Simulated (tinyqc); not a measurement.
What moves the results: donor level screened by free carriers (Yukawa potential). A value that a table varies takes the place of the one given here.

Potential -(q/(eps r)) exp(-ks r), q = e^2/(4 pi eps0). In units Ry* = Ry m/eps^2 and a* = a0 eps/m the problem is [-Laplacian - 2 exp(-x r)/r] psi = E psi with x = ks a*.

Converged values use 18 functions exp(-z r), z = 1.55^i, i = -11 to 6: S = 2/A^3, H = z_i z_j S - 2/(A + x)^2, A = z_i + z_j.

Screening wave number: Debye ks^2 = 4 pi q n/(eps kB T); Thomas-Fermi ks^2 = 6 pi q n/(eps EF) with EF = c (3 pi^2 n/gv)^(2/3)/m, c = hbar^2/2m0; the two are joined by 1/ks^2 = sqrt(1/ks_D^4 + 1/ks_TF^4). 1e18/cm^3 = 1e-6/angstrom^3, q = e^2/(4 pi eps0).

Constants: e^2/(4 pi eps0) = 14.39964547 eV angstrom; kB = 8.617333262e-05 eV/K; hbar^2/2m0 = 3.80998211 eV angstrom^2; Ry = 13.60569312 eV; a0 (Bohr radius) = 0.5291772105 angstrom.

Values chosen for the exercise (near those of a donor in Ge, with one mean mass; the results hold for these values, not for the real material):

| symbol | value | unit | meaning |
|---|---|---|---|
| xs | (0.04, 0.13, 0.33, 0.56, 0.77, 0.86, 1.1) |  | values of x |
| m | 0.177 | m0 | mass |
| eps | 16 |  | dielectric constant |
| gv | 4 |  | valleys |
| T | 300 | K | temperature |
| nl | (0.011, 0.038, 0.11, 0.38, 1.1, 3.8, 11) | x 1e18/cm^3 | densities |
| n | 0.38 | x 1e18/cm^3 | free-carrier density |

## Towards the loss of the bound state

First order (-1 + 2x), one-parameter (minimum of z^2 - 8 z^3/(2z + x)^2) and converged 1s energies in Ry*, and the mean radius in a*; a dash marks an unbound result.

Results:

| x | first order | trial function | converged | <r> |
|---|---|---|---|---|
| 0.04 | -0.9200 | -0.9223 | -0.9223 | 1.50 |
| 0.13 | -0.7400 | -0.7634 | -0.7635 | 1.52 |
| 0.33 | -0.3400 | -0.4769 | -0.4777 | 1.63 |
| 0.56 | - | -0.2394 | -0.2440 | 1.90 |
| 0.77 | - | -0.0930 | -0.1042 | 2.43 |
| 0.86 | - | -0.0484 | -0.0634 | 2.86 |
| 1.10 | - | - | -0.0046 | 8.28 |

First order loses the state at x = 0.5, the trial function reaches zero energy at x = 1.00, and the exact limit is 1.19. The radius starts at 1.5 a*, grows slowly at first (1.63 at x = 0.33), then steadily, and swells towards the end (8.3 at 1.10), where a single exponential fails: the binding vanishes as the square of the distance from 1.19.

## Binding against carrier density

Ry* = 9.4071 meV
a* = 47.835 angstrom

x from the joined ks; converged 1s binding (dash: x above 1.17, at or past the limit 1.19 where the state unbinds).

Results:

| n (1e18/cm^3) | EF/kB T | 1/ks (angstrom) | x | binding (meV) | n^(1/3) a* |
|---|---|---|---|---|---|
| 0.011 | 0.02 | 455.9 | 0.105 | 7.58 | 0.106 |
| 0.038 | 0.04 | 245.3 | 0.195 | 6.22 | 0.161 |
| 0.11 | 0.07 | 144.2 | 0.332 | 4.48 | 0.229 |
| 0.38 | 0.17 | 77.8 | 0.615 | 1.89 | 0.346 |
| 1.1 | 0.34 | 46.2 | 1.037 | 0.13 | 0.494 |
| 3.8 | 0.77 | 26.0 | 1.840 | - | 0.746 |
| 11 | 1.56 | 17.3 | 2.761 | - | 1.064 |

The binding falls from 7.6 to 0.1 meV (bare value 9.4); it passes half the bare value between 0.038 and 0.11 x 1e18/cm^3. The level is unbound, or bound by less than 0.001 Ry*, from 3.8 x 1e18/cm^3 on; as the density rises, it is lost by the time n^(1/3) a* reaches 0.75. x grows with exponent 0.50 in n at the start and 0.38 at the end (1/2 for Debye, 1/6 for Thomas-Fermi screening). The level survives to n^(1/3) a* = 0.49, past the 0.26 of the Mott rule, which corresponds to x = 1 for one valley with degenerate screening; here the level lasts until x = 1.19, the screening is at most the degenerate value, and overlap of donors is left out.

## What each parameter does

Ry* = Ry m/eps^2, a* = a0 eps/m, x = ks a* with the joined ks; converged binding. Each row changes one parameter from the base and keeps the others.

Results:

| case | 1/ks (angstrom) | x | binding in Ry* | binding (meV) |
|---|---|---|---|---|
| base | 77.8 | 0.615 | 0.201 | 1.89 |
| n = 0.57 x 1e18/cm^3 | 63.7 | 0.751 | 0.114 | 1.07 |
| T = 360 K | 85.1 | 0.562 | 0.242 | 2.28 |
| m = 0.198 m0 | 77.7 | 0.550 | 0.252 | 2.65 |
| eps = 14.7 | 74.6 | 0.589 | 0.220 | 2.46 |
| gv = 5 | 77.7 | 0.615 | 0.201 | 1.89 |

The largest shifts from the base row, up to three for each result and ties (the steps differ in size, so this ranks the rows, not the parameters). 1/ks (angstrom): n -14.1, T +7.3, eps -3.2. x: n +0.137, m -0.065, T -0.053; unchanged at the printed digits by gv. binding in Ry*: n -0.087, m +0.051, T +0.041; unchanged at the printed digits by gv. binding (meV): n -0.82, m +0.76, eps +0.56; unchanged at the printed digits by gv.

tinyqc: `OMP_NUM_THREADS=1 python tinyqc.py 1250452 1250453 out.jsonl`; about 0.01 s, one thread, shared Intel(R) Xeon(R) Processor @ 2.30GHz.
